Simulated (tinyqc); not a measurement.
Inside a calculation. Model: interdiffusion of a quantum well during annealing: blurred potential and shift of the confined levels. Computed by tinyqc, a small Python program that keeps every step. Command: `OMP_NUM_THREADS=1 python tinyqc.py 3016764 3016765 out.jsonl qwi walk`. One thread of a shared host (Intel(R) Xeon(R) Processor @ 2.30GHz), about 0.07 s of CPU time with the checks. Intermediate numbers are printed to about 6 digits and carried at full precision; extremes and crossings named in words are read from the listed rows.

A square well of width w is blurred by Fick diffusion with a constant coefficient; band offsets are linear in composition, masses are uniform, and strain and excitons are ignored.

Inputs (values chosen for the exercise, modelled on SiGe in silicon (holes and electrons as a model)):
```
quantity               value    unit
well width w             5.6      nm
electron mass m_e      0.188     m_0
hole mass m_h          0.264     m_0
conduction offset V_c  0.029      eV
valence offset V_v      0.27      eV
prefactor D0             3.5  cm^2/s
activation energy E        4      eV
anneal temperature T     890       C
anneal time t            320       s
```

Constants: k_B = 8.617333262e-05 eV/K; hbar^2/(2 m_0) = 3.80998212 eV angstrom^2.

## Diffusion length

D = D0 exp(-E/(k_B T)); L = sqrt(D t); share of well material at the centre erf(w/(4L)); 1 nm = 1e-7 cm. Temperatures in kelvin are T(C) + 273.15.

diffusivity D = 1.63150e-17 cm^2/s

diffusion length L = 0.722551 nm

ratio L/w = 0.129027

share at the centre = 0.993859

## Levels before the anneal

Square well, ground state: take the lowest root of k tan(k w/2) = kappa, k^2 = E/c, kappa^2 = (V - E)/c, c = hbar^2/(2m) with hbar^2/(2 m_0) in eV angstrom^2.

electron level before the anneal = 15.1067 meV

hole level before the anneal = 28.3426 meV

Caution: the well mass is used in the barriers too; a heavier barrier mass would lower these levels.

## Levels after the anneal

With L = sqrt(D t) and the share at the centre erf(w/(4L)). After the anneal: V(z) = V {1 - (1/2)[erf((w/2 - z)/(2L)) + erf((w/2 + z)/(2L))]}, energies counted from the original well bottom. Finite differences on 3000 points over |z| < w/2 + 6L + 25 nm; shifts are taken against the same grid with cell-averaged square steps. Rise of the bottom = V (1 - share at the centre). Overlap = |<electron|hole>|^2.

shift of the electron level = 0.988 meV

shift of the hole level = 17.05 meV

blue shift of the transition = 18.038 meV

rise of the gap at the centre = 1.83618 meV

overlap = 0.7276

The centre is still intact, so the shift comes from rounded edges that narrow the lower part of the well.

## Shift against diffusion length

First-order estimate for small L: the shift is 2 L^2 V |d(psi^2)/dz| at an edge, with psi the normalised square-well state: psi^2 = cos^2(k z)/(w/2 + 1/kappa) inside, so |d(psi^2)/dz| = k sin(k w)/(w/2 + 1/kappa).

Shifts (meV):
```
L/w   L (nm)  share at the centre  electron     hole      sum  first-order sum
0.02   0.112                    1     0.029    0.476    0.505         0.545057
0.04   0.224                    1     0.112      1.8    1.912          2.18023
0.07   0.392             1.000000     0.326    5.213    5.539          6.67694
0.1     0.56             0.999593     0.629   10.355   10.984          13.6264
0.15    0.84             0.981578     1.278   22.897   24.175          30.6594
0.2     1.12             0.922900     2.026   39.288   41.314          54.5057
0.3     1.68             0.761407     3.523   73.646   77.169          122.638
0.45    2.52             0.567942     5.358   113.18  118.538          275.935
0.7     3.92             0.386495     7.376   151.49  158.865          667.694
1        5.6             0.276326      8.82  175.704  184.524          1362.64
```

The sum grows as L^1.92 between the first rows (L^2, linear in time, in first order) and as L^0.42 between the last, as it bends towards the limit V_c + V_v less the original levels, 255.6 meV. The first-order form is off by +8 % in the first row and +24 % at L/w = 0.1; it needs L well below the decay length 1/kappa. At L/w = 0.2 the hole level has moved by the larger share of its offset (14.6 % for the hole, 7.0 % for the electron).

Checks made by the program: finite differences against the square-well equation (relative difference 3e-05).
